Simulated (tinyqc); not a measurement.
Undoped symmetric double-gate MOSFET, analytic potential model: one step of the calculation.

An undoped body of thickness ts between two equal insulators and tied gates; long channel, electrons only, n = ni exp((psi - V)/Vt) with V the quasi-Fermi potential (0 at the source, Vd at the drain), constant mobility, no quantisation. Across the body psi(x) = V - 2 Vt ln[(ts/(2 beta)) sqrt(q ni/(2 eps0 eps_r Vt)) cos(2 beta x/ts)], x from the centre. Q is the electron charge per area of the whole body.

Problem. Charges and drain current. beta (between 0 and pi/2) solves (Vg - V0 - V)/(2 Vt) = ln(beta) - ln(cos beta) + 2 r beta tan(beta). Q = 8 eps0 eps_r Vt beta tan(beta)/ts; I = mu (1/L)(4 eps0 eps_r/ts)(2 Vt)^2 [g(beta_s) - g(beta_d)] per width, g = beta tan(beta) - beta^2/2 + r beta^2 tan^2(beta), with beta_s at V = 0 and beta_d at V = Vd.

Values chosen for this exercise; material values close to those of germanium: temperature T = 300 K; relative permittivity of the semiconductor eps_r = 16.2; body thickness ts = 20 nm; channel mobility mu = 620 cm^2/(V s); gate length L = 0.5 um; drain voltage Vd = 0.05 V.

Constants: q = 1.602176634e-19 C, kB = 1.380649e-23 J/K, Vt = kB T/q, eps0 = 8.8541878128e-14 F/cm where lengths are in cm. Results are converted to the units shown.

beta_s = 1.4063308
beta_d = 1.3789321
r = 0.28904564

Find: Qs; Qd; g(beta_s); g(beta_d); I.

Solution.

Qs = 1257 nC/cm^2
Qd = 1053 nC/cm^2
g(beta_s) = 28.24
g(beta_d) = 20.71
I = 71.57 uA/um

The term r beta^2 tan^2(beta), which gives the square law, makes up 73.5 % of g at the source.

Program tinyqc, `OMP_NUM_THREADS=1 python tinyqc.py 2440081 2440082 out.jsonl`; Intel Xeon 2.30GHz, shared host, one thread, about 0.01 s.
